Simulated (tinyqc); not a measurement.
From results back to parameters: averaged masses of warped heavy- and light-hole bands. Four cases, with inputs chosen for the exercise.

Problem. For B along [111] the central orbits have s = 1/4 all round, so the cyclotron masses are 1/(g1 -/+ sqrt(g2^2 + 3 g3^2)). They are given with the heavy-hole mass along [100], 1/(g1 - 2 g2); g2 and g3 are positive.

Find: g1; sqrt(g2^2 + 3 g3^2); g2; g3.

Method. The mean of the two inverse cyclotron masses is g1 and half their difference is the root; g2 = (g1 - 1/m[100])/2, and g3 follows.

Case 1.

heavy and light cyclotron mass for B along [111]; heavy mass along [100] (m0): 0.5728635  0.1467484  0.2777778

Solution.

g1 = 4.28
sqrt(g2^2 + 3 g3^2) = 2.534
g2 = 0.34
g3 = 1.45

Case 2.

heavy and light cyclotron mass for B along [111]; heavy mass along [100] (m0): 0.5493962  0.1597490  0.3267974

Solution.

g1 = 4.04
sqrt(g2^2 + 3 g3^2) = 2.220
g2 = 0.49
g3 = 1.25

Case 3.

heavy and light cyclotron mass for B along [111]; heavy mass along [100] (m0): 0.5862983  0.1476149  0.2808989

Solution.

g1 = 4.24
sqrt(g2^2 + 3 g3^2) = 2.534
g2 = 0.34
g3 = 1.45

Case 4.

heavy and light cyclotron mass for B along [111]; heavy mass along [100] (m0): 0.4163303  0.0415661  0.2150538

Solution.

g1 = 13.23
sqrt(g2^2 + 3 g3^2) = 10.828
g2 = 4.29
g3 = 5.74

Computed by tinyqc, one run a case: `OMP_NUM_THREADS=1 python tinyqc.py N N+1 out.jsonl` with N = 1051307, 1051311, 1051324, 1051385; one thread of a shared Intel(R) Xeon(R) Processor @ 2.30GHz, about 0.02 s a run at most.
